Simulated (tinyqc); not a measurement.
Worked calculation: plane-wave Kohn-Sham cycle with exchange-only LDA in a layered model solid. Computed by tinyqc, a small Python program that keeps every step. Settings: points = 16, plane-wave index or count = 2, electrons = 2, k points = 1, area = 34.0, mixing = 0.1, iteration cap = 55. Command: `OMP_NUM_THREADS=1 python tinyqc.py 30067 30068 out.jsonl` (the two numbers bound the seeds that draw the settings). One thread of a shared host (Intel(R) Xeon(R) Processor @ 2.60GHz), about 0.01 s of CPU time with the checks.

A solid whose potential varies along x alone (atomic units):
```
parameter                      value
period a                   11.200000
cross-section of the cell  34.000000
electrons per cell                 2
grid points                       16
plane waves -n..n, n               2
k points                           1
V1 in V1 cos(2 pi x/a)     -0.290000
```

Stop when sqrt(dV sum R^2) is below 1e-8, dV = a A/N.

Course of the cycle:
```
iteration  E (hartree)  norm of the residual
1           -0.5567235              1.15e-01
2           -0.5259495              1.01e-01
3           -0.5016276              8.79e-02
4           -0.4827253              7.65e-02
5           -0.4682382              6.63e-02
6           -0.4572731              5.72e-02
7           -0.4490701              4.92e-02
8           -0.4430007              4.21e-02
9           -0.4385564              3.59e-02
10          -0.4353333              3.06e-02
11          -0.4330169              2.60e-02
...                ...                   ...
45          -0.4275737              4.12e-04
46          -0.4275738              3.74e-04
47          -0.4275739              3.40e-04
48          -0.4275739              3.08e-04
49          -0.4275740              2.80e-04
50          -0.4275740              2.54e-04
51          -0.4275741              2.30e-04
52          -0.4275741              2.09e-04
53          -0.4275741              1.89e-04
54          -0.4275742              1.72e-04
55          -0.4275742              1.56e-04
```

Can the last value be used, and what does the course show?

Not by the stop rule, although the second column moves by less than 1e-07 over the last three steps. Not converged within 55 iterations: the residual falls steadily but slowly, by a factor of about 0.91 a step. Reruns (cap 100 unless said): mixing 0.5, Kerker q0 1.0: converged in 88 (E = -0.42757); mixing 0.3, Pulay depth 5: converged in 10 (E = -0.42757); the original settings with a cap of 400: converged in 152 (E = -0.42757).
